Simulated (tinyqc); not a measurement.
Transistor under a ferroelectric capacitor (negative capacitance), static model: effect of the capacitance of the inner oxide.

A ferroelectric film of thickness tf lies between the gate and an inner metal at potential v, which drives an ordinary transistor. One domain, P = Q (background permittivity neglected): Vg = v + tf (2 al Q + 4 be Q^3), al = -3 sqrt(3) Ec/(4 Pr), be = 3 sqrt(3) Ec/(8 Pr^3). Gate charge Q(v) = Qi + Cp v with the channel charge Qi = Cox n Vt ln(1 + exp((v - VT)/(n Vt))). Q in uC/cm^2, E in kV/cm; 1 nm times 1 kV/cm is 1e-4 V. Domains, leakage and the switching time are left out.

C = dQ/dv = Cox/(1 + exp(-(v - VT)/(n Vt))) + Cp; dVg/dv = 1 + C tf (2 al + 12 be Q^2); gain = dv/dVg. The largest gain is taken over -0.3 V < v < 2.5 V, tc is the thickness at which dVg/dv first touches zero, the swing is n Vt ln 10 (1 + 2 al tf Cp), v solves Vg(v) = Vg, and the last column compares Qi(v) with Qi(Vg) of the transistor without the film.

Inputs (values chosen for the exercise); Pr and Ec close to those of hafnium oxide based films:
- T = 273 K (temperature)
- Pr = 10 uC/cm^2 (remanent polarisation)
- Ec = 1200 kV/cm (coercive field)
- Cp = 0.73 uF/cm^2 (overlap capacitance per gate area)
- VT = 0.42 V (threshold of the inner transistor)
- n = 1.16 (subthreshold factor of the inner transistor)
- tf = 5.4 nm (ferroelectric thickness)
- Vg = 0.38 V (gate voltage)

Constants: q = 1.602176634e-19 C, kB = 1.380649e-23 J/K, Vt = kB T/q. Results are converted to the units shown.

Effect of the capacitance of the inner oxide:

| Cox (uF/cm^2) | tc (nm) | largest gain | swing (mV/decade) | v at Vg (V) | Qi with/without film |
|---|---|---|---|---|---|
| 1 | 18.76 | 1.404 | 55.11 | 0.4389 | 5.289 |
| 1.5 | 14.60 | 1.587 | 55.11 | 0.4425 | 5.716 |
| 2 | 11.97 | 1.822 | 55.11 | 0.4467 | 6.249 |
| 2.5 | 10.15 | 2.137 | 55.11 | 0.4520 | 6.939 |
| 3 | 8.822 | 2.578 | 55.11 | 0.4588 | 7.881 |
| 3.5 | 7.808 | 3.243 | 55.11 | 0.4683 | 9.276 |
| 4 | 7.009 | 4.356 | 55.11 | 0.4835 | 11.65 |
| 4.5 | 6.363 | 6.605 | 55.11 | 0.5150 | 16.91 |
| 5 | 5.831 | 13.53 | 55.11 | 0.6138 | 34.19 |

As Cox goes from 1 to 5 uF/cm^2, the largest gain rises from 1.40 to 13.5, the swing stays at 55.1 mV a decade and tc falls from 18.8 to 5.83 nm. For Cox = 4.5 to 5 uF/cm^2 the gain relies on a single-domain state close to the fold, which domains would spoil.

Program tinyqc, `OMP_NUM_THREADS=1 python tinyqc.py 2860038 2860039 out.jsonl`; Intel Xeon 2.30GHz, shared host, one thread, about 0.02 s.
